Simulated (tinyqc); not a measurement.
Holstein polaron on two sites: one step, computed by the program tinyqc.

One electron on sites 1 and 2: H = -t (c1+ c2 + c2+ c1) + hbar omega sum_i b_i+ b_i - g hbar omega sum_i n_i (b_i + b_i+). The symmetric phonon shifts the energy by -g^2 hbar omega/2 and drops out; with b = (b_1 - b_2)/sqrt(2) there remains H = -t sigma_x + hbar omega b+ b - (g hbar omega/sqrt(2)) sigma_z (b + b+). Parity splits it into blocks p = +1 and -1 over phonon numbers n. Zero-point energies are left out. Weights Z refer to mode b alone; the displaced symmetric mode multiplies the full zero-phonon weight by exp(-g^2/2).

Question. Levels in the small basis. Diagonalise H; the eigenvector has its largest component positive; Z is the weight of n = 0.

H, even block (meV):
```
           1          2          3          4
1  -190.5060  -108.4702     0.0000     0.0000
2  -108.4702   139.4940  -153.4000     0.0000
3     0.0000  -153.4000    69.4940  -187.8759
4     0.0000     0.0000  -187.8759   399.4940
```

Give: levels; lowest eigenvector; Z in the small basis.

Answer.

levels (meV): -233.0  -77.7  230.9  497.7

lowest eigenvector: 0.9062  0.3548  0.2206  0.0655

Z in the small basis = 0.8212
